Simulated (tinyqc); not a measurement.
Lossy on-chip transmission line with skin effect: one step of the calculation.

A uniform line in a homogeneous dielectric: c = sqrt(er)/(c0 Z0), l = Z0 sqrt(er)/c0 (c0 = 299792458 m/s), g = w c td, w = 2 pi f. The resistance joins its limits as r = sqrt(r_dc^2 + r_hf^2), with r_dc = rho/(wd th), r_hf = kr rho/(2 delta (wd + th)), delta = sqrt(rho/(pi f mu0)), mu0 = 4 pi 1e-7 H/m; this is an interpolation, and internal inductance, up to 0.05 nH/mm at low frequency, is neglected.

Question. Line constants. delta, r_dc, r_hf, r, l, c and g as defined.

Parameters, values chosen for the exercise:
- wd = 1.3 um (width of the strip)
- th = 1.3 um (thickness of the strip)
- rho = 2.9 uohm cm (resistivity)
- er = 3 (relative permittivity)
- td = 0.02 (loss tangent)
- Z0 = 50 ohm (lossless impedance sqrt(l/c))
- kr = 1.5 (factor for crowding and the return path)
- f = 9.6 GHz (frequency)

Find: delta; r_dc; r_hf; r; l; c; g.

Answer.

delta = 0.8747 um
r_dc = 17.16 ohm/mm
r_hf = 9.563 ohm/mm
r = 19.64 ohm/mm
l = 0.2889 nH/mm
c = 115.5 pF/m
g = 0.1394 S/m

r is 1.14 times r_dc; the skin depth is 0.673 of the thickness.

tinyqc, about 0.01 s, one thread, Intel Xeon 2.30GHz (shared host): `OMP_NUM_THREADS=1 python tinyqc.py 2810148 2810149 out.jsonl`
